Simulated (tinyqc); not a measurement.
Strain-driven roughening and islands of a mismatched epitaxial film: one step, computed by the program tinyqc. Command: `OMP_NUM_THREADS=1 python tinyqc.py 3009693 3009694 out.jsonl island walk`. One thread of a shared host (Intel(R) Xeon(R) Processor @ 2.30GHz), about 0.01 s of CPU time with the checks.

Film and substrate share isotropic elastic constants; the film is coherent and biaxially strained.

Question. Island nucleation. Shallow faceted island (Tersoff form): E = 4 Gam V^(2/3) tan^(1/3)(theta) - 6 c V tan(theta), Gam = gamma [x/sin(theta) - 1/tan(theta)], x the facet energy over gamma, c = stress^2 (1 - nu)/(2 pi G). The barrier is the maximum of E, at V_c = [4 Gam/(9 c)]^3 / tan^2(theta) (1 GPa nm = 1 J/m^2).

Inputs (values chosen for the exercise, modelled on In(0.5)Ga(0.5)As on GaAs):
```
quantity,value,unit
shear modulus G,36.6,GPa
Poisson ratio nu,0.3,-
surface energy gamma,0.812,J/m^2
contact angle of the shallow shape theta_1,13.8,degrees
contact angle of the steep shape theta_2,26.8,degrees
facet energy of shape 1 over gamma,1.002,-
facet energy of shape 2 over gamma,1.06,-
```

stress = 4.66284 GPa

Constants: e = 1.602176634e-19 C.

Give: c; Gam of shape 1; critical volume, shape 1; barrier, shape 1; Gam of shape 2; critical volume, shape 2; barrier, shape 2.

Answer.

c = 0.06618 GPa

Gam of shape 1 = 0.1051 J/m^2

critical volume, shape 1 = 5.823 nm^3

barrier, shape 1 = 1.772 eV

Gam of shape 2 = 0.3015 J/m^2

critical volume, shape 2 = 32.53 nm^3

barrier, shape 2 = 20.36 eV

The shallow shape has the lower barrier. Each barrier is a third of the surface term at V_c and scales as Gam^3/c^2, that is as f^(-4).
